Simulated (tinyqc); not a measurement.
What moves lifetime and leakage: Shockley-Read-Hall recombination through one deep level.

One level at Et with degeneracy 1: tn = 1/(sn vth Nt), tp = 1/(sp_ vth Nt), n1 = Nc exp((Et - Eg)/kT), p1 = Nv exp(-Et/kT), ni^2 = n1 p1. Equilibrium p0 = Nm, n0 = ni^2/Nm; n = n0 + dn, p = p0 + dn. U = (n p - ni^2)/(tp (n + n1) + tn (p + p1)), lifetime dn/U; emission rates en = sn vth n1, ep = sp_ vth p1.

Constants: kB = 8.617333262e-05 eV/K.

Parameters, chosen for this exercise (gap and densities of states near those of GaAs at this temperature; shifted at random, so the results belong to these values and not to a real crystal): Eg = 1.402 eV (gap); Nc = 5.44e+17 1/cm^3 (conduction-band density of states); Nv = 1.2e+19 1/cm^3 (valence-band density of states); T = 350 K; Et = 0.455 eV (recombination level above Ev); Nt = 2.2e+14 1/cm^3 (defects); sn = 1.5e-14 cm^2 (electron capture cross-section); sp_ = 2.3e-14 cm^2 (hole capture cross-section); vth = 15000000 cm/s (thermal velocity, both carriers); Nm = 9.2e+16 1/cm^3 (equilibrium holes for the lifetime steps); dn = 5.7e+12 1/cm^3 (excess pairs).

G = Nt en ep/(en + ep).

One parameter was then changed.

Results before and after:

| case | lifetime (microsecond) | G (1/(cm^3 s)) |
|---|---|---|
| base | 0.02020 | 6.22e+11 |
| changed | 0.04041 | 3.11e+11 |

Which of these changes was made? (a) Et = 0.495 eV; (b) Nm = 2.76e+17 1/cm^3; (c) sp_ = 4.6e-14 cm^2; (d) Nt = 1.1e+14 1/cm^3; (e) dn = 1.71e+13 1/cm^3; (f) sn = 3e-14 cm^2.

Answer: (d) Nt = 1.1e+14 1/cm^3. Of the candidates, run in turn, only this one gives the changed row.

All candidates:

| case | lifetime (microsecond) | G (1/(cm^3 s)) |
|---|---|---|
| base | 0.02020 | 6.22e+11 |
| Et = 0.495 eV | 0.02020 | 2.34e+12 |
| sn = 3e-14 cm^2 | 0.01010 | 1.24e+12 |
| sp_ = 4.6e-14 cm^2 | 0.02020 | 6.22e+11 |
| Nt = 1.1e+14 1/cm^3 | 0.04041 | 3.11e+11 |
| Nm = 2.76e+17 1/cm^3 | 0.02020 | 6.22e+11 |
| dn = 1.71e+13 1/cm^3 | 0.02021 | 6.22e+11 |

(tinyqc, `OMP_NUM_THREADS=1 python tinyqc.py 1681561 1681562 out.jsonl`, Intel(R) Xeon(R) Processor @ 2.30GHz, 1 thread, shared host, about 0.01 s.)
